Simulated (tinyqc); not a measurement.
Worked calculation: graded (staircase) quantum well by finite differences. Values are carried at full precision from step to step, so a last printed digit may differ when a step is redone from the rounded ones.

Finite differences on points z_i at the centres of cells of width h: H_ii = (c/h^2)(1/m_(i-1/2) + 1/m_(i+1/2)) + V_i, H_(i,i+1) = -(c/h^2)/m_(i+1/2), where m_(i+1/2) is the mean of the masses at the two points (the end values are repeated outwards), psi = 0 on the points beyond both ends, c = hbar^2/2m0. The field adds e F (z - z0) with z0 the middle of the structure; 1 kV/cm = 1e-5 eV/angstrom.

Constants: hbar^2/2m0 = 3.80998211 eV angstrom^2.

Parameters, chosen for this exercise (near those of a GaAs well in AlGaAs; shifted at random, so the results belong to these values and not to a real crystal):
- layers = ((80, 0.138, 0.0811), (20, 0.061, 0.0729), (20, 0.015, 0.0679), (20, 0, 0.0663), (20, 0.015, 0.0679), (20, 0.061, 0.0729), (80, 0.138, 0.0811)) (each layer: thickness in angstrom, band edge in eV, mass in m0)
- F = 26 kV/cm (field along z)
- h = 20 angstrom (cell width of the coarse grid)
- hf = 1.25 angstrom (cell width of the fine grid)

## The coarse grid

List the points, the potential with the field, and the masses.

Grid:
```
i   z (angstrom)  V (eV)  m (m0)
1           10.0  0.1068  0.0811
2           30.0  0.1120  0.0811
3           50.0  0.1172  0.0811
4           70.0  0.1224  0.0811
5           90.0  0.0506  0.0729
6          110.0  0.0098  0.0679
7          130.0  0.0000  0.0663
8          150.0  0.0202  0.0679
9          170.0  0.0714  0.0729
10         190.0  0.1536  0.0811
11         210.0  0.1588  0.0811
12         230.0  0.1640  0.0811
13         250.0  0.1692  0.0811
```

## The tridiagonal Hamiltonian

Form the diagonal and the neighbouring elements; V in the grid already includes the field.

diagonal H_ii (eV): [0.3417, 0.3469, 0.3521, 0.3635, 0.3096, 0.2870, 0.2839, 0.2974, 0.3304, 0.3947, 0.3937, 0.3989, 0.4041]

H_(i,i+1) (eV): [-0.1174, -0.1174, -0.1174, -0.1237, -0.1353, -0.1420, -0.1420, -0.1353, -0.1237, -0.1174, -0.1174, -0.1174]

## Lowest levels on the coarse grid

Diagonalise the symmetric tridiagonal matrix; give the three lowest levels and the weights u_i^2 (sum 1) of the two lowest.

levels (eV): [0.0425, 0.1222, 0.1639]

weights on the points, rows level 1, level 2:
```
[[0.000, 0.001, 0.005, 0.023, 0.108, 0.261, 0.320, 0.203, 0.066, 0.011, 0.002, 0.000, 0.000],
 [0.014, 0.050, 0.096, 0.145, 0.203, 0.076, 0.012, 0.160, 0.162, 0.058, 0.018, 0.005, 0.001]]
```

## Halving the cell width

The same with h, h/2, ..., h/32. The end points move with h, since psi vanishes half a cell beyond the structure. Richardson value (4 E(h/32) - E(h/16))/3.

Convergence:
```
cell (angstrom)  points  E1 (eV)  E2 (eV)  E1 - finest (meV)
20.0000              13  0.04255  0.12219             -2.048
10.0000              26  0.04406  0.12491             -0.536
5.0000               52  0.04446  0.12577             -0.136
2.5000              104  0.04456  0.12607             -0.033
1.2500              208  0.04459  0.12619             -0.007
0.6250              416  0.04460  0.12624              0.000
```

Richardson values of E1, E2 (eV): [0.04460, 0.12626]

The coarse grid is 2.0 meV too low in E1. The last differences between rows shrink by a factor 3.8 (4 for a pure h^2 error, 2 for one linear in h).

## Positions and dipoles on the fine grid

With h sum psi^2 = 1: <z - z0> of three levels, |z_12| and |z_13|, the mass m1 from 1/m1 = <1|1/m|1>, and f_1j = (m1/c)(E_j - E_1) z_1j^2.

levels (eV): [0.0446, 0.1262, 0.1754]

<z - z0> (angstrom): [-4.1, -16.1, -26.7]

|z_12|, |z_13| (angstrom): [25.30, 3.71]

m1 = 0.0689 m0

f_12, f_13: [0.944, 0.033]

Parity is broken, so the 1-3 transition is allowed, with 0.035 times the strength of 1-2. E2 - E1 = 81.6 meV, a wavelength of 15.2 micrometre (hc = 1239.841984 eV nm). Level 2 lies above the lowest point of the outer barriers, so it is a resonance or a state of the finite grid, and values that rest on it depend on the ends of the grid.

## Checks

- E1 at zero field on the grid h/32 against transfer matrices between the same hard ends, eV: both 0.0451.

Run: tinyqc, `OMP_NUM_THREADS=1 python tinyqc.py 1282217 1282218 out.jsonl`; Intel(R) Xeon(R) Processor @ 2.30GHz, one thread, shared host; about 0.02 s of CPU time with all checks.
